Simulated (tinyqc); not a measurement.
Inside a calculation. Model: short-channel transistor, virtual-source model with series resistance.

Numbers from tinyqc (`OMP_NUM_THREADS=1 python tinyqc.py 2380044 2380045 out.jsonl`; about 0.01 s on one thread of a shared Intel Xeon 2.30GHz). Printed values are rounded.

The current per gate width is the charge at the top of the source barrier (the virtual source) times its velocity times a saturation function; al and be are fitting constants of the model. Units: I in uA/um, Rs in ohm um, so I Rs = 1e-6 I Rs in volts; Q in uC/cm^2, so I = 1e-4 Q vx0 Fsat with vx0 in cm/s.

Inputs (values chosen for the exercise):
- T = 300 K (temperature)
- Cinv = 1.36 uF/cm^2 (inversion capacitance)
- vx0 = 1.79e7 cm/s (velocity at the virtual source)
- mu = 1500 cm^2/(V s) (apparent mobility)
- L = 25 nm (channel length)
- VT0 = 0.49 V (threshold at zero drain voltage)
- dl = 0.157 V/V (drain-induced barrier lowering)
- n0 = 1.09 (subthreshold factor)
- nd = 0 1/V (growth of n with drain voltage)
- al = 3.5 (threshold shift (in units of Vt) from weak to strong inversion)
- be = 1.6 (sharpness of saturation)
- Rs = 50 ohm um (series resistance of each contact)
- Vgs = 0.35 V (gate voltage)
- Vds = 0.05 V (drain voltage)

Constants: q = 1.602176634e-19 C, kB = 1.380649e-23 J/K, Vt = kB T/q. Results are converted to the units shown.

## Iteration 1: current through the series resistance

I at the start = 0 uA/um

Intrinsic voltages Vg' = Vgs - I Rs, Vd' = Vds - 2 I Rs. n = n0 + nd Vd', VT = VT0 - dl Vd', Ff = 1/(1 + exp((Vg' - VT + al Vt/2)/(al Vt))), Q = Cinv n Vt ln(1 + exp((Vg' - VT + al Vt Ff)/(n Vt))), Vdsat = (vx0 L/mu)(1 - Ff) + Vt Ff, Fsat = u/(1 + u^be)^(1/be) with u = Vd'/Vdsat, and I(out) = Q vx0 Fsat per width. (Fsat takes the sign of u.) Newton step: I(new) = I + (I(out) - I)/(1 - s), s = dI(out)/dI by a central difference with +/- 0.001 uA/um.

Vg' = 0.35 V
Vd' = 0.05 V
VT = 0.482150 V
Ff = 0.723224
Q = 0.00343318 uC/cm^2
Vdsat = 0.0269539 V
Fsat = 0.820610
I(out) = 5.04297 uA/um
s = -0.0117012
I after iteration 1 = 4.98464 uA/um

## Iteration 2: current through the series resistance

As before.

Vg' = 0.349751 V
Vd' = 0.0495015 V
VT = 0.482228 V
Ff = 0.723948
Q = 0.00340278 uC/cm^2
Vdsat = 0.0269511 V
Fsat = 0.818394
I(out) = 4.98482 uA/um
s = -0.0116319
I after iteration 2 = 4.98481 uA/um

## Course of the iteration: current through the series resistance

Stop when I changes by less than 1e-7 uA/um, or after 80 iterations.

Course of the iteration:

| iteration | I (uA/um) | \|change\| (uA/um) |
|---|---|---|
| 1 | 4.98464 | 4.98 |
| 2 | 4.98481 | 1.71e-4 |
| 3 | 4.98481 | < 1e-12 |

Converged in 3 iterations. The change falls from 5.0 in the first iteration to below the tolerance in the last.

## What the series resistance costs

converged I = 4.98481 uA/um
I0 = 5.04297 uA/um

Intrinsic voltages Vg' = Vgs - I Rs, Vd' = Vds - 2 I Rs. n = n0 + nd Vd', VT = VT0 - dl Vd', Ff = 1/(1 + exp((Vg' - VT + al Vt/2)/(al Vt))), Q = Cinv n Vt ln(1 + exp((Vg' - VT + al Vt Ff)/(n Vt))), Vdsat = (vx0 L/mu)(1 - Ff) + Vt Ff, Fsat = u/(1 + u^be)^(1/be) with u = Vd'/Vdsat, and I = Q vx0 Fsat per width. I0 is the current for Rs = 0. Effective velocity I/Q; transit time L Q/I.

loss against I0 = 1.15319 %
effective velocity = 1.46493e7 cm/s
transit time = 0.170657 ps

The carriers leave the virtual source at 81.8 % of vx0.
